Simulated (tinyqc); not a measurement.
Two electrons on one impurity (helium-like model): one step. Units and equal orbitals.

Units Ha* = 2 Ry m/eps^2 and a* = a0 eps/m. One electron is bound by Z^2/2. Two electrons in the singlet built from exp(-a r) and exp(-b r): S = 8 (ab)^(3/2)/(a + b)^3, h_aa = a^2/2 - Z a, h_bb alike, h_ab = S (ab/2 - Z (a + b)/2), J = ab (a^2 + 3ab + b^2)/(a + b)^3, K = 20 (ab)^3/(a + b)^5, E = (h_aa + h_bb + 2 S h_ab + J + K)/(1 + S^2). For a = b this is a^2 - 2 Z a + 5a/8. Real double donors are deeper, since the central cell is left out.

Constants: Ry = 13.60569312 eV; a0 (Bohr radius) = 0.5291772105 angstrom.

Values chosen for the exercise (out of a larger set: near those of impurities in Si; not measured data): m = 0.31 m0 (one mean mass); eps = 11.7 (dielectric constant); Z = 1.5 (effective charge (1: D- centre, 2: double donor; other values mimic a central cell)).

Problem. Give Ha*, a*, the best common exponent Z - 5/16, E = -(Z - 5/16)^2, and the binding of the second electron -Z^2/2 - E.

Give: Ha*; a*; exponent; E with equal orbitals; binding of the second electron.

Solution.

Ha* = 61.623 meV
a* = 19.97 angstrom
exponent = 1.1875
E with equal orbitals = -1.41016 Ha*
binding of the second electron = 17.57 meV

The first electron is bound by 69.3 meV, 3.95 times as much as the second.

(tinyqc, `OMP_NUM_THREADS=1 python tinyqc.py 1282717 1282718 out.jsonl`, Intel(R) Xeon(R) Processor @ 2.30GHz, 1 thread, shared host, about 0.06 s.)
